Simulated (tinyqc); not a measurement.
Inside a calculation. Method: tight binding, dimerised chain. One step of it, computed by the program tinyqc.

Question. Open chain of 4 cells. The same hoppings without the wrap-around bond.

H of the open chain (eV):
```
           1          2          3          4          5          6          7          8
1   0.000000  -2.010000   0.000000   0.000000   0.000000   0.000000   0.000000   0.000000
2  -2.010000   0.000000  -1.520000   0.000000   0.000000   0.000000   0.000000   0.000000
3   0.000000  -1.520000   0.000000  -2.010000   0.000000   0.000000   0.000000   0.000000
4   0.000000   0.000000  -2.010000   0.000000  -1.520000   0.000000   0.000000   0.000000
5   0.000000   0.000000   0.000000  -1.520000   0.000000  -2.010000   0.000000   0.000000
6   0.000000   0.000000   0.000000   0.000000  -2.010000   0.000000  -1.520000   0.000000
7   0.000000   0.000000   0.000000   0.000000   0.000000  -1.520000   0.000000  -2.010000
8   0.000000   0.000000   0.000000   0.000000   0.000000   0.000000  -2.010000   0.000000
```

Give: levels; weights of the highest filled level on the sites.

Answer.

levels (eV): -3.328  -2.750  -1.887  -0.945  0.945  1.887  2.750  3.328

weights of the highest filled level on the sites: 0.167  0.037  0.178  0.118  0.118  0.178  0.037  0.167

The bulk gap runs from -0.4900 to 0.4900 eV; no level of this chain lies inside it.
